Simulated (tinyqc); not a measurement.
One electron in a tunnel-coupled double dot: charge qubit, sensing and quantum capacitance: one step of the calculation.

Basis (left, right), H = [[ep/2, tc], [tc, -ep/2]], splitting Om = sqrt(ep^2 + 4 tc^2), ep = al times the gate voltage. In equilibrium the electron is on the right with the chance P_R = [1 + (ep/Om) tanh(Om/2 kB T)]/2.

Task. Splitting and occupation. Also the frequency Om/h, the mixing angle arctan2(2 tc, ep) and the weight of the right dot in the ground state, (1 + ep/Om)/2.

Values chosen for this exercise: tunnel coupling tc = 6.9 ueV; electron temperature T = 0.21 K; detuning ep = -18.5 ueV.

Constants: q = 1.602176634e-19 C, kB = 1.380649e-23 J/K, h = 6.62607015e-34 J s, Vt = kB T/q. Results are converted to the units shown.

Wanted: Om; Om/h; mixing angle; ground-state weight; kB T; P_R.

Result.

Om = 23.080 ueV
Om/h = 5.5807 GHz
mixing angle = 143.28 degree
ground-state weight = 0.099221
kB T = 18.096 ueV
P_R = 0.27423

Program tinyqc, `OMP_NUM_THREADS=1 python tinyqc.py 2470127 2470128 out.jsonl`; Intel Xeon 2.30GHz, shared host, one thread, about 0.01 s.
